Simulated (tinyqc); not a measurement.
Surface potential of a MOS transistor: implicit equation and explicit approximations: two steps of the calculation.

p-type body, charge-sheet picture, depletion and inversion only, full ionisation (an idealisation for deep acceptors), Boltzmann statistics (rough once Na exp(x - xn) passes about Nc/7). In units of Vt: xg = (Vg - Vfb)/Vt, x = psi/Vt, G = gamma/sqrt(Vt), xn = (2 phiF + Vc)/Vt. The implicit equation is (xg - x)^2 = G^2 [x - 1 + exp(x - xn)] for x above about 3. Cox = eps0 eox/tox.

Values chosen for this exercise; band and dielectric values close to those of silicon:

| symbol | value | unit | meaning |
|---|---|---|---|
| T | 250 | K | temperature |
| Eg | 1.13 | eV | band gap |
| eps_r | 11.7 |  | relative permittivity |
| Nc | 2.16e19 | cm^-3 | conduction-band density of states at T |
| Nv | 2.02e19 | cm^-3 | valence-band density of states at T |
| eox | 3.9 |  | relative permittivity of the gate insulator (close to silicon dioxide) |
| tox | 9.6 | nm | insulator thickness |
| Na | 4.1e16 | cm^-3 | acceptor density |
| Vfb | -0.95 | V | flat-band voltage |
| Vc | 0.2 | V | channel-body voltage |
| Vg | 1.01 | V | gate-body voltage |

Constants: q = 1.602176634e-19 C, kB = 1.380649e-23 J/K, Vt = kB T/q, eps0 = 8.8541878128e-14 F/cm where lengths are in cm. Results are converted to the units shown.

Question 1. Scales. ni = sqrt(Nc Nv) exp(-Eg/(2 Vt)), Eg in volts; phiF = Vt ln(Na/ni); gamma = sqrt(2 q eps0 eps_r Na)/Cox; VT = Vfb + Vt (xn + G sqrt(xn - 1)).

Give: phiF; gamma; G; xn; VT; xg.

Answer 1.

phiF = 0.43071 V
gamma = 0.32433 V^0.5
G = 2.2097
xn = 49.269
VT = 0.44216 V
xg = 90.979

Question 2. New x. D = exp(x - xn), f = (xg - x)^2 - G^2 (x - 1 + D), f' = -2 (xg - x) - G^2 (1 + D), x(new) = x - f/f'.

x at the start = 55
G = 2.2096875
xn = 49.269294
xg = 90.979422

Give: D; f; f'; x after iteration 1.

Answer 2.

D = 308.19
f = -473.94
f' = -1581.6
x after iteration 1 = 54.700

Computed by the program tinyqc: `OMP_NUM_THREADS=1 python tinyqc.py 2122115 2122116 out.jsonl`, one thread of a shared Intel Xeon 2.30GHz, about 0.01 s for the whole run.
